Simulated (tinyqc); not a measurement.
Inside a calculation. Model: memristor with linear dopant drift, Joglekar window.

Computed by the program tinyqc: `OMP_NUM_THREADS=1 python tinyqc.py 2880141 2880142 out.jsonl`, one thread of a shared Intel Xeon 2.30GHz, about 0.2 s for the whole run. Printed values are rounded.

A film of thickness D has a doped share x: R = Ron x + Roff (1 - x), i = v/R, dx/dt = k i F with k = mv Ron/D^2 and F = 1 - (2 x - 1)^(2 p). The drive is v = V0 sin(2 pi f t). The model has no threshold and no heating.

Parameters, values chosen for the exercise:

| symbol | value | unit | meaning |
|---|---|---|---|
| Ron | 200 | ohm | resistance of the fully doped film |
| Roff | 10000 | ohm | resistance of the undoped film |
| D | 5 | nm | film thickness |
| mv | 9.9e-15 | m^2/(V s) | dopant mobility |
| x0 | 0.2 |  | doped share at t = 0 |
| V0 | 1.3 | V | amplitude |
| p | 5 |  | window exponent |
| f | 22 | Hz | frequency |

## Rate constant, charge and flux scales

k = mv Ron/D^2; R0 = R(x0); without a window the film fills (x = 1) after the charge (1 - x0)/k and the flux (R0^2 - Ron^2)/(2 k (Roff - Ron)); half a period supplies the flux V0/(pi f).

k = 79200 1/C
R0 = 8040 ohm
charge to fill = 10.10101 uC
flux to fill = 0.04161616 V s
flux of half a period = 0.01880922 V s

Half a period supplies 45.2 % of the flux to fill.

## Step 1: one Runge-Kutta step

x at step 0 = 0.2
j = 0

Step h = 1/(16 f), from t = j h. With g(t, x) = dx/dt: k1 = g(t, x), k2 = g(t + h/2, x + h k1/2), k3 = g(t + h/2, x + h k2/2), k4 = g(t + h, x + h k3), x(new) = x + h (k1 + 2 k2 + 2 k3 + k4)/6.

k1..k4 (1/s): [0.000000, 2.483214, 2.495629, 4.919820]
x at step 1 = 0.2070443

## Step 2: one Runge-Kutta step

j = 1

As before.

k1..k4 (1/s): [4.919508, 7.211312, 7.243487, 9.349124]
x at step 2 = 0.2274885

## Step 3: one Runge-Kutta step

j = 2

As before.

k1..k4 (1/s): [9.34744, 11.18880, 11.22799, 12.74592]
x at step 3 = 0.2591774

## One period

The 16 Runge-Kutta steps against a converged integration; i uses the converged x.

One period:

| j | v (V) | x, coarse steps | x, converged | i (uA) |
|---|---|---|---|---|
| 0 | 0.000 | 0.2000 | 0.2000 | 0.0 |
| 1 | 0.497 | 0.2070 | 0.2070 | 62.4 |
| 2 | 0.919 | 0.2275 | 0.2275 | 118.3 |
| 3 | 1.201 | 0.2592 | 0.2592 | 161.0 |
| 4 | 1.300 | 0.2984 | 0.2984 | 183.7 |
| 5 | 1.201 | 0.3399 | 0.3399 | 180.1 |
| 6 | 0.919 | 0.3771 | 0.3771 | 145.8 |
| 7 | 0.497 | 0.4033 | 0.4032 | 82.3 |
| 8 | 0.000 | 0.4127 | 0.4127 | 0.0 |
| 9 | -0.497 | 0.4033 | 0.4032 | -82.3 |
| 10 | -0.919 | 0.3771 | 0.3771 | -145.8 |
| 11 | -1.201 | 0.3399 | 0.3399 | -180.1 |
| 12 | -1.300 | 0.2984 | 0.2984 | -183.7 |
| 13 | -1.201 | 0.2592 | 0.2592 | -161.0 |
| 14 | -0.919 | 0.2275 | 0.2275 | -118.3 |
| 15 | -0.497 | 0.2070 | 0.2070 | -62.4 |
| 16 | 0.000 | 0.2000 | 0.2000 | 0.0 |

The current vanishes with the voltage (pinched loop). At the same voltage, j = 2 and 6, it is 118 uA on the way up and 146 uA on the way down. x peaks at 0.4127 at half period and ends at 0.2000, its starting value: the state is a function of the flux alone. The coarse steps miss by at most 2.5e-6.
